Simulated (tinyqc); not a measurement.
# Permittivity and interface capacitance from two thicknesses

Question. 1/C = t/(eps0 ek) + 2/ci for planar capacitors that differ only in thickness. Find ek, ci and the EOT of the interfaces, 2 x 3.9 eps0/ci.

Constants: eps0 = 8.8541878128e-14 F/cm where lengths are in cm. Results are converted to the units shown.

C at t = 3.5 and 11 nm (uF/cm^2): [17.809518, 5.8077093]

Solution. 1/C is a straight line in t: the slope gives ek and the intercept 2/ci. A single thickness would give only the effective permittivity; when the interfaces are a small part of 1/C, ci needs very accurate data.

ek = 73.0
ci = 1.00e3 uF/cm^2
EOT of the interfaces = 0.00691 nm

Program tinyqc, `OMP_NUM_THREADS=1 python tinyqc.py 2102121 2102122 out.jsonl`; Intel Xeon 2.30GHz, shared host, one thread, about 0.01 s.
